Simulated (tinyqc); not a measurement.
What each parameter does: Gamma, L and X subbands of a thin body with non-parabolic valleys.

Hard walls, flat band, c = hbar^2/2m0, energies from the bulk Gamma edge. For a valley at angle theta to the normal 1/m_z = cos^2/ml + sin^2/mt and m_d = sqrt(ml mt^2/m_z). Subband n starts at E_v + e with e (1 + a e) = c (n pi/t)^2/m_z, and its density-of-states mass is taken as m_d (1 + 2 a e), without further growth at higher in-plane energy. Groups are named by valley and degeneracy.

n_i = g m/(2 pi c) kB T ln(1 + exp((EF - E_i)/kB T)), sum n_i = Ns (1e12/cm^2 = 1e-4/angstrom^2), c = hbar^2/2m0. Quantum capacitance Cq = 1602.176634 sum g m/(2 pi c) f_i in microfarad/cm^2 with f_i = 1/(1 + exp((E_i - EF)/kB T)); Cox = 34.5313/eot (one gate); C/Cox = Cq/(Cq + Cox), the centroid term left out.

Constants: hbar^2/2m0 = 3.80998211 eV angstrom^2; kB = 8.617333262e-05 eV/K.

Parameters, chosen for this exercise (near those of a thin GaAs channel; the results hold for these values, not for the real material):
- face = 100 (surface)
- mG = 0.068 m0 (Gamma mass)
- aG = 0.56 1/eV (Gamma non-parabolicity)
- EL = 0.3 eV (L edge above Gamma)
- mL = (1.95, 0.075) m0 (L valleys (four, along <111>): ml, mt)
- EX = 0.449 eV (X edge above Gamma)
- mX = (1.282, 0.227) m0 (X valleys (three, along <100>): ml, mt)
- aS = 0.61 1/eV (non-parabolicity of L and X)
- Ns = 9.8 x 1e12/cm^2 (sheet density)
- T = 300 K (temperature)
- eot = 9 angstrom (equivalent oxide thickness)
- t = 44 angstrom (body thickness)

n = 1 to 8 of all groups.

Results for these values:
```
case  lowest edge (eV)  EF (eV)  Gamma share (%)  C/Cox
base             0.250    0.419             62.6  0.874
```

What happens to each result for EL = 0.35 eV, all else kept?

Answer: lowest edge does not change at the printed digits; EF rises from 0.419 to 0.443; Gamma share rises from 62.6 to 71.6; C/Cox falls from 0.874 to 0.850.

The same for each parameter in turn:
```
case                   lowest edge (eV)  EF (eV)  Gamma share (%)  C/Cox
base                              0.250    0.419             62.6  0.874
t = 52 angstrom                   0.185    0.377             67.3  0.861
mG = 0.0782 m0                    0.221    0.406             76.8  0.838
aG = 0.39 1/eV                    0.259    0.423             57.0  0.884
EL = 0.35 eV                      0.250    0.443             71.6  0.850
Ns = 14.7 x 1e12/cm^2             0.250    0.441             47.1  0.924
eot = 7 angstrom                  0.250    0.419             62.6  0.844
T = 250 K                         0.250    0.429             66.1  0.881
```

Run: tinyqc, `OMP_NUM_THREADS=1 python tinyqc.py 1281331 1281332 out.jsonl`; Intel(R) Xeon(R) Processor @ 2.30GHz, one thread, shared host; about 0.04 s of CPU time with all checks.
